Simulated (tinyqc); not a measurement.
# Thermophotovoltaic cell, detailed-balance limit: effects of single changes

Every photon above the gap Eg makes one pair and none below is absorbed; carriers thermalise at T and move without loss. Jsc = q F Phi(Eg, Ts); the dark current is J0 = q ge Phi(Eg, T)/ERE with the Boltzmann factor exp(V/Vt). Photons below the gap return to the emitter with reflectance Rf, and the efficiency is the electrical power over the radiant power not returned (luminescence back to the emitter is not credited).

Inputs (values chosen for the exercise):
- T = 300 K (cell temperature)
- Ts = 1200 K (emitter temperature)
- F = 0.92 (share of the hemisphere filled by the emitter)
- Rf = 0.9 (reflectance for photons below the gap)
- ERE = 1 (external radiative efficiency)
- ge = 1 (number of faces that emit)
- Eg = 0.99 eV (band gap)

Constants: q = 1.602176634e-19 C, kB = 1.380649e-23 J/K, h = 6.62607015e-34 J s, c = 299792458 m/s, Vt = kB T/q. Results are converted to the units shown.

Each table varies one quantity; the others keep the values above.

## Effect of the reflectance for photons below the gap

Photon flux above E from a black body at temperature T into a hemisphere: Phi(E, T) = A sum_k exp(-k E/th)[E^2 th/k + 2 E th^2/k^2 + 2 th^3/k^3], k = 1, 2, ..., with th = kB T/q in eV and A = 2 pi q^3/(h^3 c^2). J(V) = Jsc - J0 (exp(V/Vt) - 1); Voc = Vt ln(1 + Jsc/J0); at maximum power v = Vmp/Vt solves (1 + v) exp(v) = 1 + Jsc/J0. Pin = F sigma Ts^4, sigma = 2 pi^5 kB^4/(15 h^3 c^2). Power above the gap: Pg = F A q sum_k exp(-k Eg/th)[Eg^3 a + 3 Eg^2 a^2 + 6 Eg a^3 + 6 a^4], a = th/k at Ts; power not returned Pab = Pin - Rf (Pin - Pg). FF = Vmp Jmp/(Voc Jsc).

The same in every row: Jsc (mA/cm^2) = 126.35; Voc (V) = 0.78020; Eg/q - Voc (V) = 0.20980; FF = 0.85782.

Effect of the reflectance for photons below the gap:

| Rf | efficiency (%) |
|---|---|
| 0 | 0.78173 |
| 0.5 | 1.5434 |
| 0.8 | 3.7152 |
| 0.9 | 6.9974 |
| 0.95 | 12.534 |
| 0.98 | 23.863 |
| 0.99 | 34.153 |
| 1 | 60.044 |

As Rf goes from 0 to 1, Jsc stays at 126 mA/cm^2, Voc stays at 0.780 V and the efficiency rises from 0.782 to 60.0 %. Current and voltage do not depend on Rf; only the power charged to the cell does.

## Effect of the share of the hemisphere filled by the emitter

Same model as above.

FF = Vmp Jmp/(Voc Jsc).

Effect of the share of the hemisphere filled by the emitter:

| F | Jsc (mA/cm^2) | Voc (V) | Eg/q - Voc (V) | FF | efficiency (%) |
|---|---|---|---|---|---|
| 0.1 | 13.73 | 0.7228 | 0.2672 | 0.8495 | 6.420 |
| 0.25 | 34.33 | 0.7465 | 0.2435 | 0.8531 | 6.658 |
| 0.4 | 54.94 | 0.7587 | 0.2313 | 0.8548 | 6.780 |
| 0.55 | 75.54 | 0.7669 | 0.2231 | 0.8560 | 6.863 |
| 0.7 | 96.14 | 0.7731 | 0.2169 | 0.8568 | 6.926 |
| 0.85 | 116.7 | 0.7782 | 0.2118 | 0.8575 | 6.977 |
| 1 | 137.3 | 0.7824 | 0.2076 | 0.8581 | 7.019 |

Read the table: what changes, and by how much?

As F goes from 0.1 to 1, Jsc rises from 13.7 to 137 mA/cm^2, Voc rises from 0.723 to 0.782 V and the efficiency rises from 6.42 to 7.02 %.

## Effect of the emitter temperature

Same model as above.

FF = Vmp Jmp/(Voc Jsc).

Results:

| Ts (K) | Jsc (mA/cm^2) | Voc (V) | Eg/q - Voc (V) | FF | efficiency (%) |
|---|---|---|---|---|---|
| 1000 | 14.99 | 0.7251 | 0.2649 | 0.8498 | 1.723 |
| 1400 | 598.9 | 0.8204 | 0.1696 | 0.8631 | 16.20 |
| 1600 | 1975 | 0.8513 | 0.1387 | 0.8668 | 26.55 |
| 1800 | 5106 | 0.8758 | 0.1142 | 0.8697 | 35.51 |
| 2000 | 1.111e4 | 0.8959 | 0.09407 | 0.8719 | 42.25 |

Estimate the missing row, Ts = 1200 K.

Computed row:

| Ts (K) | Jsc (mA/cm^2) | Voc (V) | Eg/q - Voc (V) | FF | efficiency (%) |
|---|---|---|---|---|---|
| 1200 | 126.4 | 0.7802 | 0.2098 | 0.8578 | 6.997 |

With this row back in the table: As Ts goes from 1000 to 2000 K, Jsc rises from 15.0 to 11100 mA/cm^2, Voc rises from 0.725 to 0.896 V and the efficiency rises from 1.72 to 42.3 %. For Ts = 1600 to 2000 K Voc lies within 6 Vt of the gap, where the Boltzmann form of the emission begins to fail.

Computed by the program tinyqc: `OMP_NUM_THREADS=1 python tinyqc.py 2820124 2820125 out.jsonl`, one thread of a shared Intel Xeon 2.30GHz, about 0.01 s for the whole run.
